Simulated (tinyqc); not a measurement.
Surface approximation against the full path: Rutherford backscattering from a thin compound film on silicon: kinematics, yields, composition and thickness. Computed by tinyqc, a small Python program. Command: `OMP_NUM_THREADS=1 python tinyqc.py 3012734 3012735 out.jsonl rbs walk`. One thread of a shared host (Intel(R) Xeon(R) Processor @ 2.30GHz), about 0.01 s of CPU time with the checks.

Singly charged helium ions (Z1 = 2, M1 = 4.0026 u) enter at the tilt angle a1 to the normal and leave at a2 = |180 - theta - tilt| in the same plane. The film is A B_x.

Inputs (values chosen for the exercise, modelled on a helium beam on WSi2):

| quantity | value | unit |
|---|---|---|
| beam energy E0 | 2 | MeV |
| scattering angle theta | 160 | degrees |
| tilt of the sample | 0 | degrees |
| heavy element: mass M_A | 183.8 | u |
| heavy element: stopping eps_A at 2 MeV | 116 | 1e-15 eV cm^2 |
| light element: mass M_B | 28.09 | u |
| light element: stopping eps_B at 2 MeV | 48.2 | 1e-15 eV cm^2 |
| atoms of B per atom of A, x | 2.18 | - |
| atomic density of the film | 75.9 | 1/nm^3 |
| film thickness d | 11 | nm |
| detector resolution (FWHM) | 11 | keV |

Method:
- Kinematic factor K = [(sqrt(M^2 - M1^2 sin^2 theta) + M1 cos theta)/(M + M1)]^2.
- Surface edges lie at K E0; substrate silicon has M = 28.09 u. Mass resolution at M_A = resolution/(E0 dK/dM).
- Stopping per atom eps(E) = eps(2 MeV) (E/2 MeV)^(-0.4) (a law chosen for the exercise); Bragg rule eps_film = (eps_A + x eps_B)/(1 + x); areal density N d, with 1/nm^2 = 0.1 x 1e15/cm^2.
- Width of the signal of element i: [K_i eps(E0)/cos a1 + eps(K_i E0)/cos a2] N d; depth resolution = resolution x d/width of A; energy lost on the way in = eps(E0) N d/cos a1.
- Surface approximation as above. Full path: dE/ds = -eps(E) integrates to E^1.4 = E(start)^1.4 - 1.4 eps(2 MeV) 2000^0.4 s (keV), applied in (s = N d/cos a1), then K, then out (s = N d/cos a2); width = K E0 - exit energy. The last column is the error in thickness if the full width is read with the surface formula.

energy lost on the way in = 5.80429 keV

widths (keV): A 11.7231, B 11.0438

surface edges (keV): A 1837.95, B 1146.22, Si 1146.22

kinematic factors: A 0.918976, B 0.573111, Si 0.573111

Widths (keV):

| d (nm) | A, surface | A, full | B, full | error (%) |
|---|---|---|---|---|
| 5 | 5.33 | 5.33 | 5.02 | 0.0581 |
| 10 | 10.66 | 10.67 | 10.06 | 0.1164 |
| 20 | 21.31 | 21.36 | 20.15 | 0.2336 |
| 50 | 53.29 | 53.60 | 50.65 | 0.5902 |
| 100 | 106.57 | 107.85 | 102.26 | 1.2020 |
| 150 | 159.86 | 162.80 | 154.90 | 1.8372 |
| 200 | 213.15 | 218.47 | 208.70 | 2.4976 |
| 300 | 319.72 | 332.20 | 320.22 | 3.9026 |

The error grows roughly in proportion to thickness, from 0.06 % to 3.9 %, because the ion slows and the stopping rises along the path. The signals of A and B would overlap once the width of A exceeds the gap between the edges, 692 keV. Caution: the silicon signal of the film merges with that of the substrate, so only the width of A can be read directly.
